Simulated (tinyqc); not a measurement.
Worked calculation: tight binding, dimerised chain. Computed by tinyqc, a small Python program that keeps every step. Settings: t1 = 0.46, t2 = 1.52, delta = 0, points = 6, cells = 3. Command: `OMP_NUM_THREADS=1 python tinyqc.py 31165 31166 out.jsonl` (the two numbers bound the seeds that draw the settings). One thread of a shared host (Intel(R) Xeon(R) Processor @ 2.60GHz), about 0.01 s of CPU time with the checks.

## Bloch Hamiltonian at k

Parameters chosen for this model:

| parameter | value | unit |
|---|---|---|
| t1 | 0.460000 | eV, inside the cell |
| t2 | 1.520000 | eV, between cells |
| delta | 0 | eV, +/- on the two sites |

k point k (2 pi / a): 0.2400

H_AA = +delta, H_BB = -delta, H_AB = -t1 - t2 exp(-i k a).

H(k) at k (eV):
```
                 A                B
A           0.0000  -0.5554+1.5170i
B  -0.5554-1.5170i           0.0000
```

## Levels at k

Diagonalise the Hermitian matrix.

eigenvalues (eV): -1.6155  1.6155

weights |c|^2 of the basis functions:
```
   band 1  band 2
A  0.5000  0.5000
B  0.5000  0.5000
```

## Bloch Hamiltonian at X

k point X (2 pi / a): 0.5000

As before.

H(k) at X (eV):
```
        A       B
A  0.0000  1.0600
B  1.0600  0.0000
```

## Levels at X

As before.

eigenvalues (eV): -1.0600  1.0600

weights |c|^2 of the basis functions:
```
   band 1  band 2
A  0.5000  0.5000
B  0.5000  0.5000
```

## Bands along a path

The same steps at evenly spaced points between the labelled ones.

Bands along the path (eV):

| k | band 1 | band 2 |
|---|---|---|
| G | -1.9800 | 1.9800 |
| G-X 0.25 | -1.8737 | 1.8737 |
| G-X 0.50 | -1.5881 | 1.5881 |
| G-X 0.75 | -1.2382 | 1.2382 |
| X | -1.0600 | 1.0600 |

With 1 band(s) filled, the highest filled level on these points lies at X and the lowest empty one at X: a gap of 2.1200 eV, direct.

## Berry (Zak) phase of the lower band

On 6 points k_j = j/N: phase = -Im ln of the product of <u_j|u_(j+1)>, closed with u_N = u_0 (the cell-periodic part is taken without the site positions). Single arguments depend on the phases chosen for the u_j; only their sum modulo 2 pi does not.

Overlaps:

| j | \|<u_j\|u_j+1>\| | argument (rad) |
|---|---|---|
| 0 | 0.9164 | -0.4117 |
| 1 | 0.8843 | -0.4857 |
| 2 | 0.7817 | 2.4682 |
| 3 | 0.7817 | 2.4682 |
| 4 | 0.8843 | -0.4857 |
| 5 | 0.9164 | -0.4117 |

phase / pi, folded into (-1, 1] = 1.0000

## Open chain of 3 cells

H of the open chain (eV), lower triangle:
```
         1        2        3        4        5       6
1   0.0000
2  -0.4600   0.0000
3   0.0000  -1.5200   0.0000
4   0.0000   0.0000  -0.4600   0.0000
5   0.0000   0.0000   0.0000  -1.5200   0.0000
6   0.0000   0.0000   0.0000   0.0000  -0.4600  0.0000
```

The same hoppings without the wrap-around bond.

levels (eV): -1.8179  -1.3962  -0.0383  0.0383  1.3962  1.8179

weights of the highest filled level on the sites: 0.4557  0.0032  0.0412  0.0412  0.0032  0.4557

The bulk gap runs from -1.0600 to 1.0600 eV; 2 level(s) of this chain lie inside it: end states, which need the weaker bond inside the cell and a chain longer than their decay length.
